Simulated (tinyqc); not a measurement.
Inside a calculation. Method: Hueckel theory of the pi electrons, for the molecule C=CC(=C)C(F)=CO (SMILES; centres numbered as the heavy atoms are written). One step of it, computed by the program tinyqc.

Task: Energy, charges, bond orders. E = sum n x; q_r = z_r - P_rr; bond order p = P_rs; free valence = sqrt(3) - sum of p over the bonds of the atom.

x values: 3.201366  2.335176  1.821732  0.849707  0.407056  -0.566199  -1.086511  -1.962326

occupations: 2.000000  2.000000  2.000000  2.000000  2.000000  0.000000  0.000000  0.000000

charge and bond-order matrix P:
```
           1C         2C         3C         4C         5C         6F         7C         8O
1C   0.996727   0.909244   0.003764  -0.402504  -0.099755   0.020088  -0.021971   0.020075
2C   0.909244   1.000490   0.406986   0.003764  -0.004146  -0.009563  -0.083695   0.022573
3C   0.003764   0.406986   0.996345   0.809490   0.416352  -0.051679   0.035884  -0.041884
4C  -0.402504   0.003764   0.809490   1.065711  -0.073130  -0.000163  -0.393024   0.136267
5C  -0.099755  -0.004146   0.416352  -0.073130   1.073329   0.146135   0.859563  -0.213902
6F   0.020088  -0.009563  -0.051679  -0.000163   0.146135   1.976702  -0.142277   0.035910
7C  -0.021971  -0.083695   0.035884  -0.393024   0.859563  -0.142277   0.965917   0.276594
8O   0.020075   0.022573  -0.041884   0.136267  -0.213902   0.035910   0.276594   1.924779
```

Centres:
```
centre  z_r, pi electrons of the neutral centre         h
1C                                            1  0.000000
2C                                            1  0.000000
3C                                            1  0.000000
4C                                            1  0.000000
5C                                            1  0.000000
6F                                            2  3.000000
7C                                            1  0.000000
8O                                            2  2.000000
```

Bonds:
```
i  j         k
1  2         1
2  3         1
3  4         1
3  5         1
5  6  0.700000
5  7         1
7  8  0.800000
```

Give: pi energy = 10 alpha + this times beta; pi charges; Bond orders and lengths from R = 1.517 - 0.180 p; free valence of the carbons; gap between the highest filled and the next level.

Result:

pi energy = 10 alpha + this times beta = 17.2301

pi charges: 1C 0.0033, 2C -0.0005, 3C 0.0037, 4C -0.0657, 5C -0.0733, 6F 0.0233, 7C 0.0341, 8O 0.0752

Bond orders and lengths from R = 1.517 - 0.180 p (angstrom, C-C alone):
```
bond       p       R
1-2   0.9092  1.3533
2-3   0.4070  1.4437
3-4   0.8095  1.3713
3-5   0.4164  1.4421
5-6   0.1461       -
5-7   0.8596  1.3623
7-8   0.2766       -
```

free valence of the carbons: 1C 0.8228, 2C 0.4158, 3C 0.0992, 4C 0.9226, 5C 0.3100, 7C 0.5959

gap between the highest filled and the next level = 0.9733 |beta|
